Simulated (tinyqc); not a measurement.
# Zener tunnelling in a reverse-biased junction, two-band WKB: effect of temperature

Abrupt p-n junction, depletion approximation. Energies E are counted from the conduction-band edge of the neutral n side; its Fermi level lies at dn, that of the p side at dn - V, and the valence-band edge of the neutral p side at Em = dn + dp - V. Tunnelling needs 0 < E < Em. Two-band dispersion with equal masses m: inside the gap kappa = sqrt(m u (1 - u/Eg)/C), u the distance from a band edge, C = hbar^2/(2 m0).

Nc and Nv are given at 300 K and scale as (T/300 K)^1.5; Eg, m and eps_r are held. Nd = Nc F12(dn/Vt), Na = Nv F12(dp/Vt), F12(x) = (2/sqrt(pi)) int_0^infinity sqrt(u)/(1 + exp(u - x)) du; dn = EF - Ec on the n side, dp = Ev - EF on the p side (negative outside the bands); Vbi = Eg + dn + dp. W = sqrt(2 eps0 eps_r (Vbi - V)(1/Na + 1/Nd)/q), mean field F = (Vbi - V)/W, peak field 2 F. In a uniform field F the exponent is S = pi sqrt(m/C) Eg^1.5/(4 F). Transverse energy Et = C kt^2/m raises it to S (1 + 4 Et/Eg), so T = exp(-S) exp(-Et/Eb) with Eb = Eg/(4 S). KJ = (2 q^2/h) m/(4 pi C) (times 1e14 for A/cm^2 per eV^2). J = KJ exp(-S) Eb times the integral from 0 to Em of [f(E - dn) - f(E - dn + V)] [1 - exp(-min(E, Em - E)/Eb)] dE, f(x) = 1/(1 + exp(x/Vt)), with S and Eb from the mean field; J > 0 flows from p to n.

Values chosen for this exercise; band and dielectric values close to those of indium arsenide:

| symbol | value | unit | meaning |
|---|---|---|---|
| Eg | 0.346 | eV | band gap |
| eps_r | 15.3 |  | relative permittivity |
| Nc | 8.78e16 | cm^-3 | conduction-band density of states at 300 K |
| Nv | 6.53e18 | cm^-3 | valence-band density of states at 300 K |
| m | 0.024 | m0 | band-edge mass of the two-band model |
| Na | 6.8e18 | cm^-3 | acceptor density |
| Nd | 3e17 | cm^-3 | donor density |
| V | -2 | V | bias of the p side |

Constants: q = 1.602176634e-19 C, kB = 1.380649e-23 J/K, hbar = 1.054571817e-34 J s, h = 6.62607015e-34 J s, m0 = 9.1093837015e-31 kg, Vt = kB T/q, eps0 = 8.8541878128e-14 F/cm where lengths are in cm, hbar^2/(2 m0) = 0.0380998212 eV nm^2. Results are converted to the units shown.

Results:
```
T (K)	Vbi (V)	mean field (MV/cm)	S	J (A/cm^2)
50	0.4483	0.2040	6.220	-2.146e4
100	0.4460	0.2039	6.223	-2.138e4
150	0.4418	0.2037	6.229	-2.121e4
300	0.4181	0.2027	6.259	-2.028e4
400	0.3944	0.2017	6.290	-1.937e4
```

Estimate the missing row, T = 200 K.

Computed row:
```
T (K)	Vbi (V)	mean field (MV/cm)	S	J (A/cm^2)
200	0.4356	0.2034	6.236	-2.097e4
```

With this row back in the table: Vbi falls from 0.448 to 0.394 V, S rises from 6.22 to 6.29, and |J| falls from 21500 to 19400 A/cm^2, a spread of a factor 1.11. That is small against a thermally activated current. The shrinking of the gap with temperature, left out here, would raise J.

Range of the model: Parabolic densities of states, no band tails and no gap narrowing, all of which matter at such doping.

Numbers from tinyqc (`OMP_NUM_THREADS=1 python tinyqc.py 2620054 2620055 out.jsonl`; about 0.02 s on one thread of a shared Intel Xeon 2.30GHz).
